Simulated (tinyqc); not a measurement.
Stripping the layer step by step: sheet resistance and Hall data of a diffused or implanted layer. Computed by tinyqc, a small Python program. Command: `OMP_NUM_THREADS=1 python tinyqc.py 3011031 3011032 out.jsonl layer walk`. One thread of a shared host (Intel(R) Xeon(R) Processor @ 2.30GHz), about 0.01 s of CPU time with the checks.

Carriers are taken equal to the net active doping down to the junction (full ionisation, which deep dopants in wide-gap hosts do not reach; no spill-over, no depletion), and the Hall factor is 1.

Inputs (values chosen for the exercise, modelled on arsenic in silicon):
```
quantity                                 value        unit
mu_min                                    50.9  cm^2/(V s)
mu_max                                    1420  cm^2/(V s)
N_ref                                  9.9e+16      1/cm^3
exponent alpha                             0.7           -
peak concentration N_0                 1.7e+19      1/cm^3
length scale l                              57          nm
background doping N_B (opposite type)  1.7e+14      1/cm^3
```

Profile: complementary error function. Activation: complete.

Constants: e = 1.602176634e-19 C.

Method:
- N(x) = N_0 erfc(x/l), dose N_0 l/sqrt(pi), junction x_j = l erfc^-1(N_B/N_0).
- Mobility mu = mu_min + (mu_max - mu_min)/(1 + (N_t/N_ref)^alpha), N_t = active doping + N_B; carriers n = active doping - N_B, all dopants active.
- Integrals from x_0 (0 unless stated) to x_j by the midpoint rule on 400 even intervals: 1/R_s = e int n mu dx; sheet density n_s = int n dx; Hall sheet density (int n mu dx)^2/int n mu^2 dx; Hall mobility int n mu^2 dx/int n mu dx.
- After removing a depth d the integrals start at d. Differences between neighbouring rows give the local conductivity -d(1/R_s)/dx at the middle of the slice (the last slice uses one more step, not listed).

junction depth x_j = 178.035 nm

Differential sheet resistance:
```
removed d (nm)   R_s (ohm)  slice conductivity (S/cm)  sigma at mid-slice (S/cm)
0               9.3640e+02                     207.24                     207.15
18              1.4391e+03                     149.38                     148.96
36              2.3473e+03                     100.94                     100.41
54              4.0928e+03                      64.55                      64.10
72              7.8037e+03                      38.67                      38.35
90              1.7081e+04                      20.54                      20.29
108             4.6360e+04                       8.72                       8.46
126             1.6997e+05                       2.66                       2.49
```

R_s doubles after removing between 18.0 and 36.0 nm of a layer 178 nm deep, so half the current flows above that depth. Where sigma exceeds a tenth of its largest listed value, the slice values agree with it within 1 %.

Extremes, crossings and ranges named in words are read from the listed rows.
